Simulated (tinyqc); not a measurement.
Admittance spectroscopy of a deep trap: one step of the calculation.

Schottky contact on an n-type layer with shallow donors Nd (all ionised) and a donor-like deep trap, neutral when filled and positive when empty; depletion approximation. Traps within lam of the depletion edge stay filled. The traps at xt = W - lam, where the level crosses the Fermi level, follow a slow signal and not a fast one. w = 2 pi f.

Question. Widths and limiting capacitances. lam = sqrt(2 eps0 eps_r (EF - ET)/(q Nd)), EF - ET = Et - (kB T/q) ln(Nc(T)/Nd), Nc(T) = Nc (T/300 K)^1.5. In the steady state at the band bending V, 2 eps0 eps_r V/q = Nd W^2 + Nt (W - lam)^2 (the second term only if W > lam). V = Vbi + Vr. C_HF = eps0 eps_r/W, C_LF = eps0 eps_r (Nd + Nt)/(Nd W + Nt xt).

Values chosen for this exercise; material values those of a made-up semiconductor:
- eps_r = 8.12 (relative permittivity)
- Nc = 1.44e19 cm^-3 (conduction-band density of states at 300 K)
- Nd = 6e15 cm^-3 (shallow donor density)
- Vbi = 1.41 V (built-in voltage)
- Et = 0.2 eV (depth of the trap below the conduction edge)
- Nt = 2.3e14 cm^-3 (trap density)
- Vr = 0 V (reverse bias)
- T = 159 K (temperature)

Constants: q = 1.602176634e-19 C, kB = 1.380649e-23 J/K, eps0 = 8.8541878128e-14 F/cm where lengths are in cm. Results are converted to the units shown.

Find: lam; W; xt; C_HF; C_LF.

Answer.

lam = 126.2 nm
W = 454.7 nm
xt = 328.6 nm
C_HF = 15.81 nF/cm^2
C_LF = 15.97 nF/cm^2

The step is 1.03 % of C_HF.

Computed by the program tinyqc: `OMP_NUM_THREADS=1 python tinyqc.py 2050004 2050005 out.jsonl`, one thread of a shared Intel Xeon 2.30GHz, about 0.01 s for the whole run.
